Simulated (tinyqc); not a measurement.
Vacancy excess varied: nucleation and growth of vacancy voids in a cooling silicon-like crystal. Computed by tinyqc, a small Python program. Command: `OMP_NUM_THREADS=1 python tinyqc.py 3022053 3022054 out.jsonl voids walk`. One thread of a shared host (Intel(R) Xeon(R) Processor @ 2.30GHz), about 0.5 s of CPU time with the checks.

Spherical voids; vacancies are lost only to voids.

Inputs (values chosen for the exercise, for a model crystal):
```
quantity                                    value    unit
vacancy density at the melting point C_m  6.4e+14  1/cm^3
formation energy E_f                         3.78      eV
melting point T_m                            1685       K
diffusion prefactor D0                     0.0015  cm^2/s
migration energy E_m                         0.47      eV
site density rho                            5e+22  1/cm^3
void surface energy gamma                   0.982   J/m^2
cooling rate q                                 13   K/min
vacancy excess C0                         4.1e+13  1/cm^3
temperature step                              0.2       K
```

Vacancy supply: given.

Constants: k_B = 8.617333262e-05 eV/K; k_B = 1.380649e-23 J/K.

Method:
- C = C0 as given.
- C_e = C_m exp[-(E_f/k_B)(1/T - 1/T_m)]; D = D0 exp(-E_m/(k_B T)); f = k_B T ln(C/C_e); r* = 2 gamma/(rho f); W* = 16 pi gamma^3/(3 rho^2 f^2); Z = f/sqrt(12 pi W* k_B T); I = rho Z (4 pi r* D C) exp(-W*/(k_B T)).
- March down from 1500 K in steps dT, dt = dT/q, with values at the upper end of each step: a class of I dt voids is born with r*; then all classes grow by r^2 += 2 D (C - C_e) dt/rho; C falls by the vacancies added to voids. Stop at 1150 K. T_n is the T of the largest I, N the final count (classes under 1e-6 /cm^3 are dropped), and the mean radius the number average.

initial excess C = 4.10e+13 1/cm^3

At fixed q:
```
C (1/cm^3)  T_n (K)  N (1/cm^3)  mean radius (nm)
1.60e+13     1240.8  8.2685e+07             9.587
2.50e+13     1264.4  5.7750e+07            12.561
4.10e+13     1291.2  3.8794e+07            16.934
6.60e+13     1317.8  2.6461e+07            22.568
1.00e+14     1341.6  1.8956e+07            28.991
```

What follows from these numbers?

More vacancies nucleate earlier (T_n rises by 101 K) and give fewer, larger voids: N goes as C^-0.80 and the radius as C^0.60, steeper than the -1/2 and +1/2 of the scaling argument at fixed D, because D rises with T_n.

Extremes, crossings and ranges named in words are read from the listed rows.
